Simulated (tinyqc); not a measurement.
# Input admittance of a MOSFET at zero drain bias: distributed channel and distributed gate: what changes with what

Source and drain grounded, strong inversion, w = 2 pi f, Cox = eps0 eox/tox. The channel is an RC line of resistance 1/(mu Cox Vo) per square fed from both ends, so one finger has the intrinsic admittance y = i w Cox L tanh(g)/g per width, g = (1/2) sqrt(i w tau), tau = L^2/(mu Vo). The vertical resistance rv/L is in series with y, the overlaps 2 i w Cov in parallel: y_t = 1/(1/y + rv/L) + 2 i w Cov. The gate strip is a line of Rsh/L per length loaded by y_t, so a finger has Y = y_t Wf tanh(k)/k, k = (Wf/sd) sqrt(y_t Rsh/L); the device has Nf Y.

Parameters, values chosen for the exercise; values of the order met in silicon radio-frequency transistors: relative permittivity of the gate insulator (close to zirconium oxide) eox = 25.7; insulator thickness tox = 9 nm; channel length L = 0.17 um; finger width Wf = 6.2 um; number of fingers Nf = 4; channel mobility mu = 360 cm^2/(V s); gate overdrive Vo = 0.36 V; sheet resistance of the gate Rsh = 10 ohm/square; vertical resistivity of the gate stack rv = 0 ohm um^2; number of ends at which a finger is contacted sd = 1; overlap and fringe capacitance on each side Cov = 0.27 fF/um; frequency f = 6.1 GHz.

Constants: eps0 = 8.8541878128e-14 F/cm where lengths are in cm. Results are converted to the units shown.

Each table varies one quantity; the others keep the values above.

## Input impedance against frequency

Low-frequency limits, with c = Cox L and ct = c + 2 Cov: R_strip = Rsh Wf/(3 sd^2 L Nf), R_ch = (c/ct)^2 L/(12 mu Cox Vo Wf Nf), R_vert = (c/ct)^2 rv/(L Wf Nf), C = ct Wf Nf. Z = 1/(Nf Y) = R + 1/(i w C), Q = |Im Z|/R, far-point signal |1/cosh k|.

The same in every row: low-frequency R (ohm) = 31.77.

Input impedance against frequency:
```
f (GHz)	w tau	|k|	R (ohm)	C (fF)	Q	signal at the far point
0.06	8.407e-4	0.06422	31.77	120.0	695.9	1.000
0.2	0.002802	0.1173	31.77	120.0	208.8	1.000
0.5	0.007006	0.1854	31.77	120.0	83.51	0.9999
1	0.01401	0.2622	31.77	120.0	41.76	0.9996
3	0.04203	0.4541	31.76	119.9	13.94	0.9962
9	0.1261	0.7865	31.68	119.0	4.691	0.9669
20	0.2802	1.172	31.36	115.2	2.202	0.8617
70	0.9808	2.189	27.81	85.63	0.9547	0.4196
200	2.802	3.643	19.47	50.72	0.8056	0.1191
```

Read the table: what changes, and by how much?

R falls from 31.8 to 19.5 ohm and C falls from 120 to 50.7 fF. Q goes as f^(-1.00) between the first two rows and f^(-0.16) between the last two, where w tau = 2.80 and |k| = 3.64. The low-frequency limits hold both R and C within 5 % up to f = 20 GHz among the rows.

## Dividing a fixed width into fingers

Total width Wf Nf = 25 um; each finger also has a contact resistance Rc at each contacted end, which adds Rc/(sd Nf). The resistances are low-frequency limits, good while |k| is below about 1; the far-point signal is |1/cosh k| at f, without Rc.

The same in every row: R_ch + R_vert (ohm) = 1.365.

Results:
```
Nf	Wf (um)	R_strip (ohm)	Rc/(sd Nf) for Rc = 30 ohm (ohm)	sum (ohm)	signal at the far point
1	25.00	490.2	30.00	521.6	0.3206
2	12.50	122.5	15.00	138.9	0.8167
8	3.125	7.659	3.750	12.77	0.9987
16	1.562	1.915	1.875	5.155	0.9999
32	0.7812	0.4787	0.9375	2.781	1.000
64	0.3906	0.1197	0.4688	1.953	1.000
128	0.1953	0.02992	0.2344	1.629	1.000
```

Estimate the missing row, Nf = 4.

Computed row:
```
Nf	Wf (um)	R_strip (ohm)	Rc/(sd Nf) for Rc = 30 ohm (ohm)	sum (ohm)	signal at the far point
4	6.250	30.64	7.500	39.50	0.9839
```

With this row back in the table: R_strip falls as 1/Nf^2, from 490 to 0.0299 ohm, the contact term as 1/Nf, and R_ch + R_vert stays at 1.36 ohm since the total width is fixed. The sum is within a factor 1.5 of that floor from Nf = 64 on. More fingers add wiring capacitance, which is left out.

Numbers from tinyqc (`OMP_NUM_THREADS=1 python tinyqc.py 2262056 2262057 out.jsonl`; about 0.01 s on one thread of a shared Intel Xeon 2.30GHz).
